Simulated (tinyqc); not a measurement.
# Octagonal on-chip spiral inductor, lumped pi model: what changes with what

Outer diameter do = di + 2 n wd + 2 (n - 1) sp, mean da = (do + di)/2, fill p = (do - di)/(do + di), length l = 3.314 n da. L = 2.25 mu0 n^2 da/(1 + 3.55 p), mu0 = 4 pi 1e-7 H/m. Rs = rho l/(wd delta (1 - exp(-th/delta))), delta = sqrt(rho/(pi f mu0)). Cs = n wd^2 eps0 eo/hu across the coil. At each end Cox = l wd eps0 eo/(2 ho) leads to the substrate branch Rsi = 2 rs he/(l wd) in parallel with Csi = l wd eps0 11.7/(2 he). With one end grounded Y = 1/(Rs + i w L) + i w Cs + 1/[1/(i w Cox) + 1/(1/Rsi + i w Csi)], w = 2 pi f; Q = -Im Y/Re Y. Eddy currents in neighbouring turns and in the substrate are left out.

Values chosen for this exercise; values of the order met in silicon radio-frequency processes: number of turns n = 1.5; line width wd = 4 um; space between turns sp = 3 um; inner diameter di = 80 um; metal thickness th = 4 um; metal resistivity rho = 2.2 uohm cm; oxide below the coil ho = 3.1 um; oxide between coil and underpass hu = 1.2 um; relative permittivity of the oxide eo = 4.1; substrate resistivity rs = 100 ohm cm; effective spreading depth in the substrate he = 30 um; frequency f = 1.9 GHz.

Constants: eps0 = 8.8541878128e-12 F/m. Results are converted to the units shown.

Each table varies one quantity; the others keep the values above.

## Quality factor against frequency

Apparent inductance Im(1/Y)/w; share of the loss Re(substrate branch)/Re Y.

Results:

| f (GHz) | Rs (ohm) | w L/Rs | Q | apparent inductance (nH) | loss in the substrate (%) |
|---|---|---|---|---|---|
| 2.3 | 1.664 | 3.706 | 3.703 | 0.4269 | 0.04143 |
| 3.8 | 2.051 | 4.969 | 4.960 | 0.4271 | 0.09026 |
| 6.2 | 2.561 | 6.492 | 6.466 | 0.4276 | 0.1901 |
| 10 | 3.220 | 8.328 | 8.253 | 0.4289 | 0.3898 |
| 17 | 4.182 | 10.90 | 10.64 | 0.4331 | 0.8588 |
| 44 | 6.722 | 17.55 | 15.25 | 0.4735 | 3.468 |
| 73 | 8.659 | 22.61 | 15.24 | 0.5865 | 7.123 |
| 120 | 11.10 | 28.99 | 6.491 | 1.605 | 13.90 |

Estimate the missing row, f = 27 GHz.

Computed row:

| f (GHz) | Rs (ohm) | w L/Rs | Q | apparent inductance (nH) | loss in the substrate (%) |
|---|---|---|---|---|---|
| 27 | 5.267 | 13.75 | 13.01 | 0.4432 | 1.701 |

With this row back in the table: Q goes from 3.70 through a maximum of 15.3 (at f = 44 GHz among the rows listed) to 6.49; the exact peak is 15.8 at 58.2 GHz and Q reaches zero at the self-resonance, 140 GHz. The share of the substrate rises from 0.0414 to 13.9 %, and the apparent inductance ends at 3.76 times L. At the peak the substrate takes 5.18 % of the loss. For f = 73, 120 the coil is longer than 0.15 of a wavelength in the oxide, where one lumped section is rough.

## Effect of the line width

Same model as above.

Peak Q and its frequency from a search over f; self-resonance where Im Y = 0; Q at the given f (negative beyond resonance).

Result of one run:

| wd (um) | L (nH) | do (um) | peak Q | f of the peak (GHz) | self-resonance (GHz) | Q at f |
|---|---|---|---|---|---|---|
| 2 | 0.4521 | 89.00 | 10.84 | 89.38 | 207.2 | 1.806 |

What becomes of these results when the line width wd is changed from 2 to 6 um, all else the same?

Result of the changed run:

| wd (um) | L (nH) | do (um) | peak Q | f of the peak (GHz) | self-resonance (GHz) | Q at f |
|---|---|---|---|---|---|---|
| 6 | 0.4078 | 101.0 | 18.95 | 44.29 | 108.9 | 4.561 |

The whole series:

| wd (um) | L (nH) | do (um) | peak Q | f of the peak (GHz) | self-resonance (GHz) | Q at f |
|---|---|---|---|---|---|---|
| 2 | 0.4521 | 89.00 | 10.84 | 89.38 | 207.2 | 1.806 |
| 4 | 0.4268 | 95.00 | 15.81 | 58.25 | 139.5 | 3.293 |
| 6 | 0.4078 | 101.0 | 18.95 | 44.29 | 108.9 | 4.561 |
| 9 | 0.3873 | 110.0 | 22.00 | 32.96 | 83.65 | 6.185 |
| 13 | 0.3697 | 122.0 | 24.46 | 24.68 | 64.68 | 8.009 |
| 18 | 0.3572 | 137.0 | 26.29 | 18.72 | 50.64 | 9.951 |
| 25 | 0.3499 | 158.0 | 27.72 | 13.84 | 38.79 | 12.29 |

As wd goes from 2 to 25, L falls from 0.452 to 0.350 nH, the peak Q rises from 10.8 to 27.7, its frequency falls from 89.4 to 13.8 GHz and the self-resonance falls from 207 to 38.8 GHz.

tinyqc, about 0.01 s, one thread, Intel Xeon 2.30GHz (shared host): `OMP_NUM_THREADS=1 python tinyqc.py 2302219 2302220 out.jsonl`
